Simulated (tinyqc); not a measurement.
Worked calculation: ellipsoidal valleys in the axes of a wafer and a channel. Values are carried at full precision from step to step, so a last printed digit may differ when a step is redone from the rounded ones.

Valleys with axes a along [111], [1-1-1], [-11-1] and [-1-11], one whole valley each; inverse mass tensor w = 1/mt + (1/ml - 1/mt) a a. Device axes: z = nz/|nz|, x = nx/|nx|, y = z cross x; in them a = (ax, ay, az). Confinement mass mz = 1/w_zz. In the plane w_ij is replaced by u_ij = w_ij - w_iz w_jz/w_zz (i, j = x, y); density-of-states mass md = 1/sqrt(det u); conductivity mass along x mc = 1/u_xx; ballistic transport mass mx = u_yy/det u, width mass my = 1/u_yy.

Constants: hbar^2/2m0 = 3.80998211 eV angstrom^2; kB = 8.617333262e-05 eV/K.

Values chosen for the exercise (near those of the L valleys of GaAs; shifted at random, so the results belong to these values and not to a real crystal):
- ml = 1.864 m0 (longitudinal mass)
- mt = 0.075 m0 (transverse mass)
- nz = (0, 0, 1) (surface normal (confinement))
- nx = (1, 1, 0) (channel direction)
- t = 7.5 nm (thickness of the film)
- T = 300 K (temperature)

## Device axes and valley axes

Give the rows x, y, z in cubic components and each valley axis in device components.

device axes:
```
     [100]   [010]   [001]
x   0.7071  0.7071  0.0000
y  -0.7071  0.7071  0.0000
z   0.0000  0.0000  1.0000
```

valley axes:
```
               ax        ay        az
[111]     0.81650   0.00000   0.57735
[1-1-1]   0.00000  -0.81650  -0.57735
[-11-1]   0.00000   0.81650  -0.57735
[-1-11]  -0.81650   0.00000   0.57735
```

## Tensors of the valley [1-1-1]

Form w and the reduced tensor u.

w (1/m0):
```
         x        y        z
x  13.3333   0.0000   0.0000
y   0.0000   4.8021  -6.0325
z   0.0000  -6.0325   9.0677
```

u (1/m0):
```
         x       y
x  13.3333  0.0000
y   0.0000  0.7889
```

The axis is tilted against the normal, so w_xz or w_yz is not zero and the reduction changes the masses in the plane.

## Masses of all valleys

Give mz, md, mc, mx and my.

Masses (m0):

| valley | mz | md | mc | mx | my |
|---|---|---|---|---|---|
| [111] | 0.1103 | 0.3083 | 1.2677 | 1.2677 | 0.0750 |
| [1-1-1] | 0.1103 | 0.3083 | 0.0750 | 0.0750 | 1.2677 |
| [-11-1] | 0.1103 | 0.3083 | 0.0750 | 0.0750 | 1.2677 |
| [-1-11] | 0.1103 | 0.3083 | 1.2677 | 1.2677 | 0.0750 |

mz md^2 = ml mt^2 = 0.01048 for every valley, so a heavy confinement mass comes with a small density of states. On this face all axes make the same angle with the normal.

## Subbands and shares in a film

Hard walls: E_n = c (n pi/t)^2/mz, c = hbar^2/2m0, n = 1, 2, 3. Non-degenerate share of a valley proportional to md sum_n exp(-E_n/kT); mean 1/mc = sum of share/mc. 1 nm = 10 angstrom.

Give the ladders, the shares and the mean conductivity mass.

Subbands:

| valley | E1 (meV) | E2 (meV) | E3 (meV) | share |
|---|---|---|---|---|
| [111] | 60.6 | 242.5 | 545.6 | 0.250 |
| [1-1-1] | 60.6 | 242.5 | 545.6 | 0.250 |
| [-11-1] | 60.6 | 242.5 | 545.6 | 0.250 |
| [-1-11] | 60.6 | 242.5 | 545.6 | 0.250 |

mean mc = 0.1416 m0

The lowest ladder ([111], [1-1-1], [-11-1] and [-1-11]) holds 100 % of the electrons in these valleys: all valleys have the same mz and md on this face, though not always the same mc.

## Checks

- mz md^2 against ml mt^2: they agree to 1e-10 or better.
- mx my against md^2: they agree to 1e-10 or better.

tinyqc: `OMP_NUM_THREADS=1 python tinyqc.py 1880295 1880296 out.jsonl`; about 0.01 s, one thread, shared Intel(R) Xeon(R) Processor @ 2.30GHz.
